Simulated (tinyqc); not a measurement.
Worked calculation: empirical pseudopotential in a few plane waves. One step of it, computed by the program tinyqc.

Question. Bloch Hamiltonian at k. Basis: the 15 shortest G (labels in 2 pi/a), the same at every k. H(G,G') = c |k + G|^2 delta + VS(|G-G'|^2) cos((G-G').tau) + i VA sin((G-G').tau), tau = a/8 (1,1,1); 1 Ry = 13.605693 eV.

Parameters chosen for this model: fcc lattice, atoms at +/- a/8 (1,1,1); form factors in rydberg at |G|^2 in units of (2 pi/a)^2:
```
parameter,value,unit
a,5.650000,angstrom
VS(3),-0.195000,Ry
VS(8),0.002000,Ry
VS(11),0.044000,Ry
VA(3),0,Ry
VA(4),0,Ry
VA(11),0,Ry
hbar^2/2m (2 pi/a)^2,4.711788,eV
```

k point k (2 pi / a): 0.470000  -0.480000  -0.460000

Give: H(k) at k.

Answer.

H(k) at k (eV):
```
,+0+0+0,-1-1-1,-1-1+1,-1+1-1,-1+1+1,+1-1-1,+1-1+1,+1+1-1,+1+1+1,-2+0+0,+0-2+0,+0+0-2,+0+0+2,+0+2+0,+2+0+0
+0+0+0,3.123,1.876,-1.876,-1.876,-1.876,-1.876,-1.876,-1.876,1.876,0.000,0.000,0.000,0.000,0.000,0.000
-1-1-1,1.876,21.688,0.000,0.000,-0.027,0.000,-0.027,-0.027,0.000,-1.876,-1.876,-1.876,-0.423,-0.423,-0.423
-1-1+1,-1.876,0.000,13.018,0.027,0.000,0.027,0.000,0.000,-0.027,-1.876,-1.876,0.423,1.876,-0.423,-0.423
-1+1-1,-1.876,0.000,0.027,12.641,0.000,0.027,0.000,0.000,-0.027,-1.876,0.423,-1.876,-0.423,1.876,-0.423
-1+1+1,-1.876,-0.027,0.000,0.000,3.972,0.000,0.027,0.027,0.000,1.876,-0.423,-0.423,-1.876,-1.876,0.423
+1-1-1,-1.876,0.000,0.027,0.027,0.000,30.546,0.000,0.000,-0.027,0.423,-1.876,-1.876,-0.423,-0.423,1.876
+1-1+1,-1.876,-0.027,0.000,0.000,0.027,0.000,21.876,0.027,0.000,-0.423,1.876,-0.423,-1.876,0.423,-1.876
+1+1-1,-1.876,-0.027,0.000,0.000,0.027,0.000,0.027,21.499,0.000,-0.423,-0.423,1.876,0.423,-1.876,-1.876
+1+1+1,1.876,0.000,-0.027,-0.027,0.000,-0.027,0.000,0.000,12.830,-0.423,-0.423,-0.423,-1.876,-1.876,-1.876
-2+0+0,0.000,-1.876,-1.876,-1.876,1.876,0.423,-0.423,-0.423,-0.423,13.112,0.027,0.027,-0.027,-0.027,0.000
+0-2+0,0.000,-1.876,-1.876,0.423,-0.423,-1.876,1.876,-0.423,-0.423,0.027,31.017,0.027,-0.027,0.000,-0.027
+0+0-2,0.000,-1.876,0.423,-1.876,-0.423,-1.876,-0.423,1.876,-0.423,0.027,0.027,30.640,0.000,-0.027,-0.027
+0+0+2,0.000,-0.423,1.876,-0.423,-1.876,-0.423,-1.876,0.423,-1.876,-0.027,-0.027,0.000,13.301,0.027,0.027
+0+2+0,0.000,-0.423,-0.423,1.876,-1.876,-0.423,0.423,-1.876,-1.876,-0.027,0.000,-0.027,0.027,12.924,0.027
+2+0+0,0.000,-0.423,-0.423,-0.423,0.423,1.876,-1.876,-1.876,-1.876,0.000,-0.027,-0.027,0.027,0.027,30.829
```
